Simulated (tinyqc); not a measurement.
Capacitances against the relative permittivity between the lines.

Endless row of lines of width wl, height tl and space sl between grounded planes at distance hd; e2 fills the gaps beside the lines, e1 the rest. Laplace's equation is solved on meshes of 3, 6 and 12 steps per unit u and extrapolated (Aitken), which is good to about 0.2 %. C_even (all lines at 1 V) is the capacitance Cg to the planes; C_odd (neighbours in antiphase) = Cg + 4 Cc if only nearest neighbours couple, which defines Cc; total with quiet neighbours Cg + 2 Cc. Plate values 2 eps0 e1 wl/hd and eps0 e2 tl/sl.

Values chosen for this exercise: relative permittivity above and below the lines e1 = 2.4; line width, in units u wl = 6 u; line height tl = 8 u; space between lines sl = 8 u; distance to each plane hd = 8 u.

Constants: eps0 = 8.8541878128e-12 F/m. Results are converted to the units shown.

The same in every row: plate Cg (aF/um) = 31.9.

Results:
```
e2   Cg (aF/um)  Cc (aF/um)  Cg + 2 Cc (aF/um)  C_odd (aF/um)  plate Cc (aF/um)  share of coupling, 2 Cc/(Cg + 2 Cc) (%)
1          64.3        13.7               91.7            119              8.85                                     29.9
1.5        65.7        18.0                102            138              13.3                                     35.3
2          66.8        22.3                111            156              17.7                                     40.0
3          68.4        30.9                130            192              26.6                                     47.5
3.9        69.3        38.8                147            225              34.5                                     52.8
5          70.1        48.5                167            264              44.3                                     58.0
7          71.0        66.0                203            335              62.0                                     65.0
```

Estimate the missing row, e2 = 2.5.

Computed row:
```
e2   Cg (aF/um)  Cc (aF/um)  Cg + 2 Cc (aF/um)  C_odd (aF/um)  plate Cc (aF/um)  share of coupling, 2 Cc/(Cg + 2 Cc) (%)
2.5        67.7        26.6                121            174              22.1                                     44.0
```

With this row back in the table: As e2 goes from 1 to 7, Cg rises from 64.3 to 71.0 aF/um, Cc rises from 13.7 to 66.0 aF/um and the share of coupling rises from 29.9 to 65.0 %. Cg is 2.02 times its plate value in the first row and 2.23 times in the last; for Cc the ratios are 1.55 and 1.07. Neighbours in antiphase raise the load by a factor of 1.30 and 1.65 over quiet ones.

tinyqc, about 1 s, one thread, Intel Xeon 2.30GHz (shared host): `OMP_NUM_THREADS=1 python tinyqc.py 2790130 2790131 out.jsonl`
